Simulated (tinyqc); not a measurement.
The decay curve: photoconductance decay in a wafer: bulk and surface recombination modes, and iron detection by pair splitting. Computed by tinyqc, a small Python program. Command: `OMP_NUM_THREADS=1 python tinyqc.py 3112934 3112935 out.jsonl pcd walk`. One thread of a shared host (Intel(R) Xeon(R) Processor @ 2.30GHz), about 0.01 s of CPU time with the checks.

Both faces of the wafer have the same S; injection is low and all coefficients are constant. x runs from -W/2 to W/2.

Inputs (values chosen for the exercise, modelled on p-type silicon):
```
quantity                          value         unit
thickness W                         200   micrometre
diffusivity D                      31.1       cm^2/s
bulk lifetime tau_b without iron     13  microsecond
surface recombination velocity S  24000         cm/s
absorption coefficient alpha       2100         1/cm
```

Method:
- Even modes cos(a x) obey b tan b = S W/(2 D) with b = a W/2, odd modes sin(a x) obey -b cot b = S W/(2 D); each decays at the rate 1/tau_b + D a^2.
- tau_eff is the decay time of the first mode. The surface time is 1/(D a^2) of that mode; shortcuts for it are W/(2 S), W^2/(pi^2 D) and their sum, whose error is sum/surface time - 1.
- Light from one face makes n(x, 0) proportional to exp(-alpha (x + W/2)). Only even modes carry the thickness average: weight c_n = [sin b/b] int n cos(a x) dx / (int cos^2(a x) dx x mean n), with int exp(-alpha (x + W/2)) cos(a x) dx = [alpha cos b (1 - E) + a sin b (1 + E)]/(alpha^2 + a^2), E = exp(-alpha W), and int cos^2 = W/2 + sin(2 b)/(2 a).
- Mean density = sum_n c_n exp(-t/tau_n) over 60 modes; the local decay time is -1/(d ln n/dt).

W^2/(pi^2 D) = 1.30317 microsecond

tau_eff = 1.47103 microsecond

Decay:
```
t / (W^2/(pi^2 D))  t (microsecond)  mean density/start  local decay time (microsecond)
0.02                         0.0261             0.67790                          0.1148
0.05                         0.0652             0.52870                          0.2062
0.10                         0.1303             0.41519                          0.3425
0.20                         0.2606             0.31247                          0.5944
0.50                         0.6516             0.20120                          1.2015
1.00                         1.3032             0.12536                          1.4574
2.00                         2.6063             0.05163                          1.4710
```

What does the comparison show, and why?

The local decay time goes from 0.115 to 1.47 microsecond against tau_eff = 1.47. Early on higher modes speed the decay, so a fit must start late.
